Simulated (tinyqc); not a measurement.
Dose and depth of a threshold implant.

Inverse problem. A sheet of D acceptors per cm^2 lies at depth xi inside the depleted layer of a body doped Na. In the depletion approximation VT = Vfb + f2 + q D/Cox + gamma sqrt(f2 + Vsb - q D xi/(eps0 eps_r)), gamma = sqrt(2 eps0 eps_r q Na)/Cox, Cox = eps0 eox/tox. Find gamma, D and xi.

Parameters, values chosen for the exercise; band and dielectric values close to those of silicon:
- eps_r = 11.8 (relative permittivity)
- Na = 1.4e17 cm^-3 (acceptor density deep in the body)
- eox = 7.28 (relative permittivity of the gate insulator (close to silicon nitride))
- tox = 12 nm (insulator thickness)
- Vfb = -0.62 V (flat-band voltage)
- f2 = 0.838 V (band bending 2 phiF at threshold)

Constants: q = 1.602176634e-19 C, eps0 = 8.8541878128e-14 F/cm where lengths are in cm. Results are converted to the units shown.

VT against the source at Vsb = 0 and 1.5 V (V): 0.62917685  0.88490909

Solution. With y^2 = f2 - q D xi/(eps0 eps_r) and d the difference of the thresholds over gamma, sqrt(y^2 + Vsb) - y = d gives y = (Vsb - d^2)/(2 d). The first threshold then gives D, and y^2 gives xi.

gamma = 0.403 V^0.5
D = 2.10e11 cm^-2
xi = 28.0 nm

Program tinyqc, `OMP_NUM_THREADS=1 python tinyqc.py 2080107 2080108 out.jsonl`; Intel Xeon 2.30GHz, shared host, one thread, about 0.4 s.
